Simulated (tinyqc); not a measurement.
Precursor delivery and alloy composition in metal-organic vapour-phase epitaxy: one step, computed by the program tinyqc.

Carrier gas leaves each bubbler saturated. Group-III species cross a boundary layer and react at the surface; element 2 can also desorb. The film is (1)_(1-x) (2)_x V with a zinc-blende cell.

Problem. Molar flows. Temperatures in kelvin are T(C) + 273.15. Vapour pressure p_v = 10^(a - b/T); precursor flow = carrier flow x p_v/(p_b - p_v); 1 sccm = 44.615 micromol/min; V/III = hydride flow over the sum of both; gas share x_g = F2/(F1 + F2).

Inputs (values chosen for the exercise, close to those used for InGaAs from TMGa and TMIn):
```
quantity                                value  unit
source 1: a in log10(p/torr) = a - b/T   8.07     -
source 1: b                              1703     K
source 1: bath temperature                  3     C
source 1: carrier flow                     30  sccm
source 2: a                             10.52     -
source 2: b                              3014     K
source 2: bath temperature                 18     C
source 2: carrier flow                    400  sccm
bubbler pressure p_b                      760  torr
group-V hydride flow                       84  sccm
```

Give: vapour pressures; molar flows; V/III ratio; gas share x_g.

Solution.

vapour pressures (torr): source 1 79.995, source 2 1.4721

molar flows (micromol/min): F1 157.45, F2 34.635

V/III ratio = 19.510

gas share x_g = 0.18031

The slope of F2 with the temperature of bath 2 is b ln(10)/T^2 x p_b/(p_b - p_v) = 8.2 % per kelvin.
